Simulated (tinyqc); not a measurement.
Worked calculation: Hueckel theory of the pi electrons with the omega technique, for the molecule O=Cc1c[cH-]cc1C=O (SMILES; centres numbered as the heavy atoms are written). Computed by tinyqc, a small Python program that keeps every step. Settings: charge = -1, omega = 1.4, damping = 0.7. Command: `OMP_NUM_THREADS=1 python tinyqc.py 29011 29012 out.jsonl` (the two numbers bound the seeds that draw the settings). One thread of a shared host (Intel(R) Xeon(R) Processor @ 2.60GHz), about 0.01 s of CPU time with the checks.

## The Hueckel matrix

Centres:
```
centre  z_r, pi electrons of the neutral centre         h
1O                                            1  0.960000
2C                                            1  0.000000
3C                                            1  0.000000
4C                                            1  0.000000
5C                                            1  0.000000
6C                                            1  0.000000
7C                                            1  0.000000
8C                                            1  0.000000
9O                                            1  0.960000
```

Bonds:
```
i  j  k
1  2  1
2  3  1
3  4  1
4  5  1
5  6  1
6  7  1
7  8  1
8  9  1
7  3  1
```

H_rr = alpha + h_r beta, H_rs = k_rs beta for bonded centres.

Hueckel matrix in units of beta (H = alpha + beta A):
```
          1O        2C        3C        4C        5C        6C        7C        8C
1O  0.960000  1.000000  0.000000  0.000000  0.000000  0.000000  0.000000  0.000000
2C  1.000000  0.000000  1.000000  0.000000  0.000000  0.000000  0.000000  0.000000
3C  0.000000  1.000000  0.000000  1.000000  0.000000  0.000000  1.000000  0.000000
4C  0.000000  0.000000  1.000000  0.000000  1.000000  0.000000  0.000000  0.000000
5C  0.000000  0.000000  0.000000  1.000000  0.000000  1.000000  0.000000  0.000000
6C  0.000000  0.000000  0.000000  0.000000  1.000000  0.000000  1.000000  0.000000
7C  0.000000  0.000000  1.000000  0.000000  0.000000  1.000000  0.000000  1.000000
8C  0.000000  0.000000  0.000000  0.000000  0.000000  0.000000  1.000000  0.000000
9O  0.000000  0.000000  0.000000  0.000000  0.000000  0.000000  0.000000  1.000000

          9O
1O  0.000000
2C  0.000000
3C  0.000000
4C  0.000000
5C  0.000000
6C  0.000000
7C  0.000000
8C  1.000000
9O  0.960000
```

## Orbitals, round 1

pi electrons, sum of z_r less the charge = 10

Diagonalise; E = alpha + x beta with beta < 0, so the largest x are filled first; degenerate levels share their electrons. P = sum n_i c_ri c_si; each orbital has its largest coefficient positive (the first on a tie).

x values: [2.318644, 1.741328, 1.525676, 0.719546, 0.686611, -0.405543, -0.908239, -1.695628, -2.062396]

occupations: [2.000000, 2.000000, 2.000000, 2.000000, 2.000000, 0.000000, 0.000000, 0.000000, 0.000000]

coefficients:
```
         MO1        MO2        MO3        MO4        MO5        MO6        MO7        MO8
1O  0.218621   0.529502   0.488560   0.353086  -0.302125  -0.342015  -0.289420   0.071272
2C  0.297028   0.413715   0.276367  -0.084901   0.082598   0.467036   0.540706  -0.189273
3C  0.470082   0.190911  -0.066914  -0.414177   0.358838   0.152612  -0.201670   0.249664
4C  0.322843   0.109635  -0.311542   0.201058   0.522622  -0.376315  -0.155871  -0.483729
5C  0.278475   0.000000  -0.408398   0.558847   0.000000   0.000000   0.343238   0.570561
6C  0.322843  -0.109635  -0.311542   0.201058  -0.522622   0.376315  -0.155871  -0.483729
7C  0.470082  -0.190911  -0.066914  -0.414177  -0.358838  -0.152612  -0.201670   0.249664
8C  0.297028  -0.413715   0.276367  -0.084901  -0.082598  -0.467036   0.540706  -0.189273
9O  0.218621  -0.529502   0.488560   0.353086   0.302125   0.342015  -0.289420   0.071272

          MO9
1O   0.106646
2C  -0.322327
3C   0.558120
4C  -0.270617
5C   0.000000
6C   0.270617
7C  -0.558120
8C   0.322327
9O  -0.106646
```

charge and bond-order matrix P:
```
           1O         2C         3C         4C         5C         6C         7C         8C
1O   1.565617   0.728179  -0.166975  -0.220961   0.117350   0.178418  -0.137671  -0.048254
2C   0.728179   0.699591   0.529842   0.162498  -0.155199  -0.191603   0.095354  -0.012340
3C  -0.166975   0.529842   1.124417   0.595605  -0.146455  -0.238263   0.463570   0.095354
4C  -0.220961   0.162498   0.595605   1.053727   0.658996  -0.086886  -0.238263  -0.191603
5C   0.117350  -0.155199  -0.146455   0.658996   1.113296   0.658996  -0.146455  -0.155199
6C   0.178418  -0.191603  -0.238263  -0.086886   0.658996   1.053727   0.595605   0.162498
7C  -0.137671   0.095354   0.463570  -0.238263  -0.146455   0.595605   1.124417   0.529842
8C  -0.048254  -0.012340   0.095354  -0.191603  -0.155199   0.162498   0.529842   0.699591
9O   0.079008  -0.048254  -0.137671   0.178418   0.117350  -0.220961  -0.166975   0.728179

           9O
1O   0.079008
2C  -0.048254
3C  -0.137671
4C   0.178418
5C   0.117350
6C  -0.220961
7C  -0.166975
8C   0.728179
9O   1.565617
```

## Omega technique, round 1

h_r = h_r(0) + omega q_r, omega = 1.4, with q_r = z_r - P_rr; 0.7 of the old diagonal is kept.

matrix after round 1:
```
          1O        2C         3C         4C         5C         6C         7C        8C
1O  0.722441  1.000000   0.000000   0.000000   0.000000   0.000000   0.000000  0.000000
2C  1.000000  0.126172   1.000000   0.000000   0.000000   0.000000   0.000000  0.000000
3C  0.000000  1.000000  -0.052255   1.000000   0.000000   0.000000   1.000000  0.000000
4C  0.000000  0.000000   1.000000  -0.022565   1.000000   0.000000   0.000000  0.000000
5C  0.000000  0.000000   0.000000   1.000000  -0.047584   1.000000   0.000000  0.000000
6C  0.000000  0.000000   0.000000   0.000000   1.000000  -0.022565   1.000000  0.000000
7C  0.000000  0.000000   1.000000   0.000000   0.000000   1.000000  -0.052255  1.000000
8C  0.000000  0.000000   0.000000   0.000000   0.000000   0.000000   1.000000  0.126172
9O  0.000000  0.000000   0.000000   0.000000   0.000000   0.000000   0.000000  1.000000

          9O
1O  0.000000
2C  0.000000
3C  0.000000
4C  0.000000
5C  0.000000
6C  0.000000
7C  0.000000
8C  1.000000
9O  0.722441
```

## Orbitals, round 2

As before.

x values: [2.289755, 1.662024, 1.431077, 0.620110, 0.615753, -0.424604, -0.892082, -1.722652, -2.079381]

occupations: [2.000000, 2.000000, 2.000000, 2.000000, 2.000000, 0.000000, 0.000000, 0.000000, 0.000000]

coefficients:
```
         MO1        MO2        MO3        MO4        MO5        MO6        MO7        MO8
1O  0.197226   0.482434  -0.441026   0.394793  -0.321547  -0.389828  -0.325341   0.069928
2C  0.309114   0.453287  -0.312527  -0.040399   0.034305   0.447150   0.525270  -0.170980
3C  0.471569   0.213748   0.033208  -0.414748   0.338342   0.143548  -0.209518   0.246184
4C  0.323736   0.126884   0.328577   0.176285   0.530052  -0.357051  -0.139794  -0.486429
5C  0.277012   0.000000   0.444426   0.528042   0.000000   0.000000   0.331071   0.580787
6C  0.323736  -0.126884   0.328577   0.176285  -0.530052   0.357051  -0.139794  -0.486429
7C  0.471569  -0.213748   0.033208  -0.414748  -0.338342  -0.143548  -0.209518   0.246184
8C  0.309114  -0.453287  -0.312527  -0.040399  -0.034305  -0.447150   0.525270  -0.170980
9O  0.197226  -0.482434  -0.441026   0.394793   0.321547   0.389828  -0.325341   0.069928

          MO9
1O   0.109083
2C  -0.305632
3C   0.565005
4C  -0.274699
5C   0.000000
6C   0.274699
7C  -0.565005
8C   0.305632
9O  -0.109083
```

charge and bond-order matrix P:
```
           1O         2C         3C         4C         5C         6C         7C         8C
1O   1.450797   0.780998  -0.182107  -0.241379   0.134196   0.195515  -0.159412  -0.049605
2C   0.780998   0.803006   0.521284   0.131918  -0.149198  -0.170876   0.087300  -0.023579
3C  -0.182107   0.521284   1.111319   0.593843  -0.147230  -0.231997   0.470665   0.087300
4C  -0.241379   0.131918   0.593843   1.081799   0.657587  -0.106421  -0.231997  -0.170876
5C   0.134196  -0.149198  -0.147230   0.657587   1.106157   0.657587  -0.147230  -0.149198
6C   0.195515  -0.170876  -0.231997  -0.106421   0.657587   1.081799   0.593843   0.131918
7C  -0.159412   0.087300   0.470665  -0.231997  -0.147230   0.593843   1.111319   0.521284
8C  -0.049605  -0.023579   0.087300  -0.170876  -0.149198   0.131918   0.521284   0.803006
9O   0.106256  -0.049605  -0.159412   0.195515   0.134196  -0.241379  -0.182107   0.780998

           9O
1O   0.106256
2C  -0.049605
3C  -0.159412
4C   0.195515
5C   0.134196
6C  -0.241379
7C  -0.182107
8C   0.780998
9O   1.450797
```

## Omega technique, round 2

As before.

matrix after round 2:
```
          1O        2C         3C         4C         5C         6C         7C        8C
1O  0.604374  1.000000   0.000000   0.000000   0.000000   0.000000   0.000000  0.000000
2C  1.000000  0.171058   1.000000   0.000000   0.000000   0.000000   0.000000  0.000000
3C  0.000000  1.000000  -0.083333   1.000000   0.000000   0.000000   1.000000  0.000000
4C  0.000000  0.000000   1.000000  -0.050152   1.000000   0.000000   0.000000  0.000000
5C  0.000000  0.000000   0.000000   1.000000  -0.077895   1.000000   0.000000  0.000000
6C  0.000000  0.000000   0.000000   0.000000   1.000000  -0.050152   1.000000  0.000000
7C  0.000000  0.000000   1.000000   0.000000   0.000000   1.000000  -0.083333  1.000000
8C  0.000000  0.000000   0.000000   0.000000   0.000000   0.000000   1.000000  0.171058
9O  0.000000  0.000000   0.000000   0.000000   0.000000   0.000000   0.000000  1.000000

          9O
1O  0.000000
2C  0.000000
3C  0.000000
4C  0.000000
5C  0.000000
6C  0.000000
7C  0.000000
8C  1.000000
9O  0.604374
```

## Convergence

Each round sets h_r = h_r(0) + omega (z_r - P_rr), keeping the share named as damping of the old diagonal; repeat until output and input diagonals agree to 1e-6.

Rounds:
```
round    sum n x  largest |h(out) - h(in)|
1      13.983612                  7.92e-01
2      13.237437                  3.94e-01
3      12.813681                  1.91e-01
4      12.550456                  9.75e-02
5      12.377501                  5.38e-02
6      12.260477                  3.21e-02
7      12.180075                  2.04e-02
8      12.124375                  1.39e-02
9      12.085614                  9.55e-03
10     12.058572                  6.65e-03
11     12.039680                  4.62e-03
12     12.026471                  3.21e-03
13     12.017231                  2.24e-03
14     12.010766                  1.56e-03
15     12.006241                  1.08e-03
16     12.003075                  7.55e-04
17     12.000858                  5.27e-04
18     11.999307                  3.67e-04
19     11.998221                  2.57e-04
20     11.997461                  1.79e-04
21     11.996929                  1.25e-04
22     11.996557                  8.75e-05
23     11.996296                  6.12e-05
24     11.996114                  4.28e-05
25     11.995986                  2.99e-05
26     11.995896                  2.09e-05
27     11.995834                  1.46e-05
28     11.995790                  1.02e-05
29     11.995759                  7.17e-06
30     11.995738                  5.02e-06
31     11.995723                  3.51e-06
32     11.995712                  2.46e-06
33     11.995705                  1.72e-06
34     11.995700                  1.20e-06
35     11.995696                  8.42e-07
```

Converged in 35 rounds.

## Energy, charges, bond orders

final x values: [2.200193, 1.552067, 1.300236, 0.477398, 0.467955, -0.529012, -0.960342, -1.825154, -2.163332]

occupations: [2.000000, 2.000000, 2.000000, 2.000000, 2.000000, 0.000000, 0.000000, 0.000000, 0.000000]

final P:
```
           1O         2C         3C         4C         5C         6C         7C         8C
1O   1.347996   0.815471  -0.195349  -0.254151   0.146463   0.205412  -0.173130  -0.043914
2C   0.815471   0.891247   0.510664   0.105282  -0.140576  -0.151272   0.074694  -0.034138
3C  -0.195349   0.510664   1.110104   0.594122  -0.149367  -0.228024   0.475498   0.074694
4C  -0.254151   0.105282   0.594122   1.095569   0.656055  -0.121359  -0.228024  -0.151272
5C   0.146463  -0.140576  -0.149367   0.656055   1.110168   0.656055  -0.149367  -0.140576
6C   0.205412  -0.151272  -0.228024  -0.121359   0.656055   1.095569   0.594122   0.105282
7C  -0.173130   0.074694   0.475498  -0.228024  -0.149367   0.594122   1.110104   0.510664
8C  -0.043914  -0.034138   0.074694  -0.151272  -0.140576   0.105282   0.510664   0.891247
9O   0.124915  -0.043914  -0.173130   0.205412   0.146463  -0.254151  -0.195349   0.815471

           9O
1O   0.124915
2C  -0.043914
3C  -0.173130
4C   0.205412
5C   0.146463
6C  -0.254151
7C  -0.195349
8C   0.815471
9O   1.347996
```

E = sum n x; q_r = z_r - P_rr; bond order p = P_rs; free valence = sqrt(3) - sum of p over the bonds of the atom.

pi energy = 10 alpha + this times beta = 11.995696

pi charges: 1O -0.347996, 2C 0.108753, 3C -0.110104, 4C -0.095569, 5C -0.110168, 6C -0.095569, 7C -0.110104, 8C 0.108753, 9O -0.347996

Bond orders and lengths from R = 1.517 - 0.180 p (angstrom, C-C alone):
```
bond         p         R
1-2   0.815471         -
2-3   0.510664  1.425081
3-4   0.594122  1.410058
4-5   0.656055  1.398910
5-6   0.656055  1.398910
6-7   0.594122  1.410058
7-8   0.510664  1.425081
8-9   0.815471         -
7-3   0.475498  1.431410
```

free valence of the carbons: 2C 0.405916, 3C 0.151766, 4C 0.481874, 5C 0.419941, 6C 0.481874, 7C 0.151766, 8C 0.405916

gap between the highest filled and the next level = 0.996967 |beta|
